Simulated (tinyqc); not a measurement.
## Ionisation constants from two fields

Inverse problem. alpha_n = an exp(-bn/E). Find bn and an.

alpha_n at 2030 and 3040 kV/cm (1/cm): 11.407493  2788.7897

Solution. ln alpha is a straight line in 1/E with slope -bn and intercept ln an.

bn = 3.36e7 V/cm
an = 1.76e8 1/cm

Numbers from tinyqc (`OMP_NUM_THREADS=1 python tinyqc.py 2120051 2120052 out.jsonl`; about 0.07 s on one thread of a shared Intel Xeon 2.30GHz).
